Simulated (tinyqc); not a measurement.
Grain-boundary trapping model (Seto) of a polycrystalline semiconductor film: one step, computed by the program tinyqc. Command: `OMP_NUM_THREADS=1 python tinyqc.py 3026534 3026535 out.jsonl poly walk`. One thread of a shared host (Intel(R) Xeon(R) Processor @ 2.30GHz), about 0.01 s of CPU time with the checks.

Grains of equal size L are joined by thin boundaries with one trap level. Trapped carriers deplete a width W on each side and raise a barrier, crossed by thermionic emission. Dopants are fully ionised, statistics are non-degenerate and mu_g does not depend on T.

Question. Resistivity and effective mobility. Boundary: sigma_b = L e^2 n_0 exp(-e V_B/k_B T)/sqrt(2 pi m k_B T); drift through the grain, depleted parts included: rho_g = [(1 - 2W/L) + (2W/L) int_0^1 exp(y^2 s^2) ds]/(e n_0 mu_g); rho = 1/sigma_b + rho_g. Mean carrier density n_av = n_0 [(1 - 2W/L) + (2W/L) (sqrt(pi)/2) erf(y)/y], y = sqrt(e V_B/k_B T); effective mobility 1/(e n_av rho).

Inputs (values chosen for the exercise, modelled on polycrystalline silicon):

| quantity | value | unit |
|---|---|---|
| effective mass m | 0.36 | m_0 |
| grain size L | 170 | nm |
| doping N | 3.3e+17 | 1/cm^3 |
| mobility inside the grains mu_g | 97 | cm^2/(V s) |
| temperature T | 300 | K |

Grain interior: resistance included.

depletion width W = 25.75686 nm

barrier V_B = 0.1692956 V

E_F = -0.1073681 eV

centre density n_0 = 3.30e+17 1/cm^3

Constants: k_B = 8.617333262e-05 eV/K; m_0 = 9.1093837015e-31 kg; k_B = 1.380649e-23 J/K; e = 1.602176634e-19 C.

Give: boundary resistivity; drift resistivity rho_g; resistivity rho; mean carrier density; effective mobility.

Answer.

boundary resistivity = 4.480 ohm cm

drift resistivity rho_g = 3.626 ohm cm

resistivity rho = 8.106 ohm cm

mean carrier density = 2.646e+17 1/cm^3

effective mobility = 2.910 cm^2/(V s)

A single crystal with the same N and mu_g would have 0.195 ohm cm, a factor 41.6 lower.
